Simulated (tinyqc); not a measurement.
Hall effect and magnetoresistance of several carrier groups with constant relaxation times: one step, computed by the program tinyqc. Command: `OMP_NUM_THREADS=1 python tinyqc.py 3024820 3024821 out.jsonl hall2 walk`. One thread of a shared host (Intel(R) Xeon(R) Processor @ 2.30GHz), about 0.01 s of CPU time with the checks.

Group 1 has charge -e and group 2 charge -e; s_i is that sign. B lies along z; mu B is formed with mu in m^2/(V s).

Question. Back from four measured limits to the two groups. With z_i = s_i mu_i and w_i = s_i n_i the moments M_k = w1 z1^k + w2 z2^k are M_(-1) = (1 + MR_sat) M_0^2/M_1, M_0 = 1/(e R_strong), M_1 = sigma(0)/e, M_2 = R_weak sigma(0)^2/e. The z_i are the roots of z^2 + p z + q with M_2 + p M_1 + q M_0 = 0 and M_1 + p M_0 + q M_(-1) = 0; then w follows from M_0 and M_1. Group 1 is the faster.

Carriers: two electron groups. Densities: per volume.

R_H at strong field = -5916.122 cm^3/C

sigma at B = 0 = 1.218215 S/cm

R_H at weak field = -5993.173 cm^3/C

saturation MR = 2.470744 %

Constants: e = 1.602176634e-19 C.

Give: p and q; signed mobilities s_i mu_i; densities.

Answer.

p and q: 11100  2.738e+07

signed mobilities s_i mu_i (cm^2/(V s)): -7400  -3700

densities (1/cm^3): 1.000e+15  5.500e+13
